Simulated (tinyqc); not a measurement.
# Changing the starting thickness h0

Model: spin coating of a resist or spin-on film: centrifugal thinning, evaporation and the final thickness (Emslie and Meyerhofer models). Computed by tinyqc, a small Python program. Command: `OMP_NUM_THREADS=1 python tinyqc.py 3113572 3113573 out.jsonl spincoat sweep`. One thread of a shared host (Intel(R) Xeon(R) Processor @ 2.30GHz), about 0.2 s of CPU time with the checks.

A Newtonian film stays uniform over the wafer; solvent and solids have the same density and the concentration is uniform through the thickness.

Inputs (values chosen for the exercise, of the order of those of a polymer resist in an ester solvent): solids volume fraction c0 = 0.25; kinematic viscosity of the solvent nu_s = 2.1 mm^2/s; viscosity constant k = 970 mm^2/s; viscosity exponent gamma = 2.5; spin speed f = 2000 rpm; evaporation rate at 1000 rpm e0 = 0.39 micrometre/s; time t = 0.53 s; wafer radius R = 100 mm; shrinkage in the bake = 13 %.

Method:
- omega = 2 pi f/60; nu(c) = nu_s + k c^gamma; evaporation rate e = e0 sqrt(f/1000 rpm).
- Flow constant K = 2 omega^2/(3 nu(c0)); Reynolds number of the air omega R^2/nu_air with nu_air = 15 mm^2/s.
- dh/dt = -K h^3 gives h = h0/sqrt(1 + 2 K h0^2 t); for long times h = 1/sqrt(2 K t).
- Full model for solids s and liquid l per area, h = s + l, c = s/h: ds/dt = -c Q, dl/dt = -(1 - c) Q - e, Q = 2 omega^2 h^3/(3 nu(c)); integrated adaptively (relative tolerance 1e-9) until l = 0.
- Dry film = s at l = 0, before the bake; film after the bake = s x (1 - shrinkage).

One run for each value:
```
starting thickness h0 (micrometre)  dry film (nm)  h(t) without evaporation (micrometre)  time to dry (s)
20                                           2471                                  17.01            14.85
39                                           2564                                  24.89            15.96
75                                           2577                                  29.69            16.25
140                                          2579                                  31.51            16.32
280                                          2579                                  32.12            16.34
540                                          2579                                  32.28            16.35
1000                                         2579                                  32.32            16.35
2000                                         2579                                  32.33            16.35
```

Over the rows, dry film (nm) rises from 2470 to 2580; h(t) without evaporation (micrometre) rises from 17.0 to 32.3 (exponent d ln y / d ln x 0.57 between the first rows and 5.7e-4 between the last); time to dry (s) rises from 14.9 to 16.4. At the high end the exponent of dry film is 0.00, close to 0: the excess is flung off.
